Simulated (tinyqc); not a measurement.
Inside a calculation. Method: Hubbard chain of 2 sites. One step of it, computed by the program tinyqc.

Problem. Mean-field iteration 2. H(up) = T + U n(down), H(down) = T + U n(up); fill the lowest levels; n(new) = n + mixing (n(out) - n); E = tr T (rho up + rho down) + U sum n_up n_down of the output.

one-body matrix (hopping and site energies) (eV):
```
           1          2
1   0.000000  -0.790000
2  -0.790000   0.000000
```

U = 0.900000 eV

electrons, up and down: 1  1

mixing = 1

n(up) after iteration 1: 1 0.728101, 2 0.271899

n(down) after iteration 1: 1 0.271899, 2 0.728101

Give: levels, up; levels, down; energy; n(up) after iteration 2; n(down) after iteration 2.

Solution.

levels, up (eV): -0.3662  1.2662

levels, down (eV): -0.3662  1.2662

energy = -1.1077 eV

n(up) after iteration 2: 1 0.6258, 2 0.3742

n(down) after iteration 2: 1 0.3742, 2 0.6258
